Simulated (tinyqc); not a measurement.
Deformation potentials from a strained empirical pseudopotential: one step. Xu of the Delta valleys and b. Five cases, with inputs chosen for the exercise.

Question. For e = diag(-h/2, -h/2, h): E(Delta z) - E(Delta x) = Xu (ezz - exx), and without spin-orbit coupling E(Z) - E(X, Y) = 3 b (ezz - exx); Z is the single level, X and Y the pair.

Give: Xu; b.

Case 1.

Values chosen (out of a larger set: near those of Si; not measured data): h = 0.004 (size of the test strain).

Delta x, Delta z (eV): [1.2372501, 1.2846918]

valence levels (eV): [-0.0400944, 0.0200472, 0.0200472]

Answer.

Xu = 7.91 eV
b = -3.34 eV

Case 2.

Values chosen (out of a larger set: near those of Si; not measured data): h = 0.001 (size of the test strain).

Delta x, Delta z (eV): [1.2606041, 1.2725003]

valence levels (eV): [-0.0099944, 0.0049972, 0.0049972]

Answer.

Xu = 7.93 eV
b = -3.33 eV

Case 3.

Values chosen (out of a larger set: a germanium-sized cell with gaps well above those of Ge; not measured data): h = 0.004 (size of the test strain).

Delta x, Delta z (eV): [1.4091101, 1.4556312]

valence levels (eV): [-0.0363077, 0.0181539, 0.0181539]

Answer.

Xu = 7.75 eV
b = -3.03 eV

Case 4.

Values chosen (out of a larger set: a germanium-sized cell with gaps well above those of Ge; not measured data): h = 0.001 (size of the test strain).

Delta x, Delta z (eV): [1.3071525, 1.3188878]

valence levels (eV): [-0.0089574, 0.0044787, 0.0044787]

Answer.

Xu = 7.82 eV
b = -2.99 eV

Case 5.

Values chosen (out of a larger set: a germanium-sized cell with gaps well above those of Ge; not measured data): h = 0.001 (size of the test strain).

Delta x, Delta z (eV): [1.1227150, 1.1344301]

valence levels (eV): [-0.0088734, 0.0044367, 0.0044367]

Answer.

Xu = 7.81 eV
b = -2.96 eV

Stretching along z raises the valleys on the z axis and lowers the Z valence state. One-sided differences carry an error of order h. A local potential fitted to band energies alone fixes these slopes only roughly; b tends to come out too large and Xu of L too small.

Computed by tinyqc, one run a case: `OMP_NUM_THREADS=1 python tinyqc.py N N+1 out.jsonl` with N = 1851254, 1880034, 1880210, 1880215, 1880283; one thread of a shared Intel(R) Xeon(R) Processor @ 2.30GHz, about 0.2 s a run at most.
